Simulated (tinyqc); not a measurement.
Rigid-ion and shell models of the dielectric response of an ionic crystal. Changing the hardness d/rho. Computed by tinyqc, a small Python program. Command: `OMP_NUM_THREADS=1 python tinyqc.py 3010582 3010583 out.jsonl shell sweep`. One thread of a shared host (Intel(R) Xeon(R) Processor @ 2.30GHz), about 0.01 s of CPU time with the checks.

Charges +Z and -Z; 8 nearest neighbours, Madelung constant M = 1.762675, volume per ion pair Omega = 1.539601 d^3. Energy per pair U = -M Z^2 e2/d + 8 A exp(-d/rho), e2 = e^2/(4 pi eps_0). In the shell model the anion is a core of charge Y - Z and a massless shell of charge -Y, joined by the spring k; the repulsion acts on the shell. Each ion feels the Lorentz field E + (4 pi/3) P (Gaussian units).

Inputs (values chosen for the exercise, for a model crystal):

| quantity | value | unit |
|---|---|---|
| nearest-neighbour distance d | 3 | angstrom |
| ionic charge Z | 2 | e |
| cation mass | 25.9 | u |
| anion mass | 32.06 | u |
| shell charge size Y | 3.29 | e |
| core-shell spring k | 75.2 | eV/angstrom^2 |
| cation polarisability alpha_+ | 1.1 | angstrom^3 |

Structure: caesium chloride.

Constants: e^2/(4 pi eps_0) = 14.39964548 eV angstrom; 1 eV/angstrom^3 = 160.2176634 GPa; nu for 1 eV/(angstrom^2 u) = 15.6333042 THz; 1 THz = 33.35640952 1/cm.

Method:
- Zero pressure fixes 8 A exp(-d/rho) = M Z^2 e2 rho/d^2. Then U = -(M Z^2 e2/d)(1 - rho/d), B = M Z^2 e2 (d/rho - 2)/(9 Omega d), and the spring of one sublattice against the other is R = (1/3) x (Laplacian of the repulsion summed over neighbours) = M Z^2 e2 (d/rho - 2)/(3 d^3), so R = 3 B Omega/d^2.
- Eliminating the shell gives the anion polarisability alpha_- = Y^2 e2/(k + R), the Szigeti charge Z_S = Z - Y R/(k + R) and the softened spring R' = k R/(k + R). With b = 4 pi (alpha_+ + alpha_-)/(3 Omega): eps_inf = (1 + 2b)/(1 - b) (Clausius-Mossotti); Born charge Z* = Z_S (eps_inf + 2)/3.
- mu lambda_TO = R' - (4 pi e2/(3 Omega)) Z_S^2/(1 - b); mu lambda_LO = mu lambda_TO + 4 pi e2 Z*^2/(eps_inf Omega); eps_s = eps_inf lambda_LO/lambda_TO.
- lambda in eV/(angstrom^2 u) gives the wavenumber 15.6333042 x 33.35640952 x sqrt(lambda); mu is the reduced mass.

One run for each value:

| hardness d/rho | eps_s | omega_TO (1/cm) | share of R' left after the dipole term | bulk modulus B (GPa) | eps_inf | omega_LO (1/cm) |
|---|---|---|---|---|---|---|
| 8.52 | 18.43 | 171.2 | 0.2095 | 94.5 | 2.281 | 486.7 |
| 9.47 | 10.65 | 230.8 | 0.3372 | 108.3 | 2.265 | 500.6 |
| 10.40 | 7.81 | 275.6 | 0.4332 | 121.7 | 2.250 | 513.5 |
| 11.40 | 6.23 | 315.3 | 0.5143 | 136.2 | 2.234 | 526.7 |
| 12.30 | 5.36 | 346.2 | 0.5732 | 149.3 | 2.220 | 538.1 |
| 13.30 | 4.71 | 376.6 | 0.6269 | 163.8 | 2.205 | 550.3 |
| 14.20 | 4.28 | 401.2 | 0.6673 | 176.8 | 2.192 | 560.7 |
| 15.20 | 3.93 | 426.0 | 0.7051 | 191.3 | 2.178 | 571.9 |

Over the rows, eps_s falls from 18.4 to 3.93 (exponent d ln y / d ln x -5.2 between the first rows and -1.3 between the last); omega_TO (1/cm) rises from 171 to 426 (exponent d ln y / d ln x 2.8 between the first rows and 0.88 between the last); share of R' left after the dipole term rises from 0.210 to 0.705 (exponent d ln y / d ln x 4.5 between the first rows and 0.81 between the last). Softer repulsion leaves less spring against the dipole field: omega_TO drops and eps_s climbs towards a ferroelectric instability. Left out: 6.63 (the rigid-ion TO mode is unstable). Left out: 7.58 (the TO mode of the shell model is soft to the point of instability).
